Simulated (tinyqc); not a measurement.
Inside a calculation: Koster-Slater impurity in an sp3s* host. Values are carried at full precision from step to step, so a last printed digit may differ when a step is redone from the rounded ones.

sp3s* tight binding, nearest neighbours only: anion (a) at 0, cation (c) at a/4 (1,1,1), orbitals s, px, py, pz, s* on each; k in units of 2 pi/a. With phases e_j = exp(i (pi/2) k.n_j) for n = (1,1,1), (1,-1,-1), (-1,1,-1), (-1,-1,1): g0 = (e1+e2+e3+e4)/4, g1 = (e1+e2-e3-e4)/4, g2 = (e1-e2+e3-e4)/4, g3 = (e1-e2-e3+e4)/4. The diagonal holds the levels Esa, Epa, Exa (s*) and Esc, Epc, Exc. Anion-cation block: <sa|sc> = Vss g0; <sa|xc> = Vsapc g1; <xa|sc> = -Vscpa g1; <xa|xc> = Vxx g0; <xa|yc> = <ya|xc> = Vxy g3, <xa|zc> = <za|xc> = Vxy g2, <ya|zc> = <za|yc> = Vxy g1; <s*a|xc> = Vxapc g1; <xa|s*c> = -Vpaxc g1; y and z take g2 and g3 in place of g1; s-s* and s*-s* vanish.

Parameters, chosen for this exercise (out of a larger set: near a published set for AlAs; not measured data):

| symbol | value | unit | meaning |
|---|---|---|---|
| p | (-7.451, 0.982, -1.17, 3.586, 7.476, 6.773, -6.685, 1.859, 4.304, 5.089, 5.525, 4.547, 5.02) | eV | order Esa, Epa, Esc, Epc, Exa, Exc, Vss, Vxx, Vxy, Vsapc, Vscpa, Vxapc, Vpaxc |
| N | 6 |  | mesh |
| V | -8.1 | eV | shift of the p levels |

## The gap of the host

Gaps from the top of the valence band to Gamma, to the minimum on (x,0,0) from 0.5 to 1, and to L; the smallest is Eg.

top of the valence band on the scale of the parameters = 0.0144 eV

gaps (eV): Gamma 3.0610, Delta 2.2326, L 2.6675

Eg (smallest gap of the host) = 2.23261 eV

## Where the weight lies

A defect on a cation site (c) shifts the s level there by Vs or the three p levels by Vp and leaves the rest. A level in the gap solves 1/Vs = G_s(E) (symmetry A1) or 1/Vp = G_p(E) (T2, threefold), with G(E) = (1/N^3) sum over k and bands of w/(E - e), where w is the weight of the state on the s orbital of that site, or the mean weight on its px, py, pz. Mesh: k = f1 (-1,1,1) + f2 (1,-1,1) + f3 (1,1,-1), f = (j + 1/2)/N, j = 0 to N - 1. Energies from the top of the valence band at Gamma; the s* orbital of the site is left as it is. An infinite shift removes the s or p orbitals, the model of the ideal vacancy: G(E) = 0.

For each band: mean energy over the mesh and summed weights; each column of weights adds to one.

Bands:

| band | mean energy (eV) | s weight | p weight |
|---|---|---|---|
| 1 | -10.298 | 0.1260 | 0.0292 |
| 2 | -5.377 | 0.3303 | 0.0284 |
| 3 | -1.737 | 0.0045 | 0.1099 |
| 4 | -1.383 | 0.0013 | 0.1056 |
| 5 | 2.640 | 0.1199 | 0.1298 |
| 6 | 3.129 | 0.3560 | 0.0415 |
| 7 | 5.927 | 0.0005 | 0.2258 |
| 8 | 6.259 | 0.0007 | 0.2168 |
| 9 | 9.519 | 0.0529 | 0.0144 |
| 10 | 10.510 | 0.0080 | 0.0986 |

The filled bands hold 0.462 of the s orbital and 0.273 of each p orbital of the cation. Filled states add positive terms to G in the gap and empty ones negative terms.

## Green functions across the gap

G at nine energies E = Eg j/8.

G(E) (1/eV):

| E (eV) | G_s | G_p |
|---|---|---|
| 0.0000 | -0.08850 | 0.03579 |
| 0.2791 | -0.11001 | -0.02005 |
| 0.5582 | -0.13471 | -0.05557 |
| 0.8372 | -0.16453 | -0.08777 |
| 1.1163 | -0.20228 | -0.12165 |
| 1.3954 | -0.25285 | -0.16244 |
| 1.6745 | -0.32601 | -0.22046 |
| 1.9535 | -0.44577 | -0.33067 |
| 2.2326 | -0.76225 | -1.15357 |

Both fall with E, as dG/dE = -sum w/(E - e)^2 demands. G_s keeps its sign, so the vacancy has no level of this symmetry in the gap. G_p changes sign, so the vacancy has a level of this symmetry in the gap.

## A first estimate from the table

A defect that shifts the p level of its cation site by V has a level where the host Green function G_p(E) equals 1/V; E is counted from the top of the valence band. Find it by linear interpolation between the two rows that bracket it.

1/V = -0.12346 1/eV
estimated level = 1.129 eV

## The level and its weight on the defect

Solve by bisection with the full sum. The weight of the bound state on the shifted orbital is G^2/(-G'), which is also dE/dV.

level = 1.1302 eV
G'(E) = -0.13113 1/eV^2
weight on the defect orbital = 0.1162

The level lies 1.130 eV above the valence band and 1.102 eV below the conduction band. Only 11.6 % of it sits on the shifted orbital, the rest on other orbitals, so a shift of 1 eV moves the level by about 116 meV.

## Checks

- Sum of the s weights over all bands against one: both 1.00000.
- First moment of the s weights against the s level of the site, on the scale of the parameters: both -1.17000.

tinyqc: `OMP_NUM_THREADS=1 python tinyqc.py 1481815 1481816 out.jsonl`; about 0.03 s, one thread, shared Intel(R) Xeon(R) Processor @ 2.30GHz.
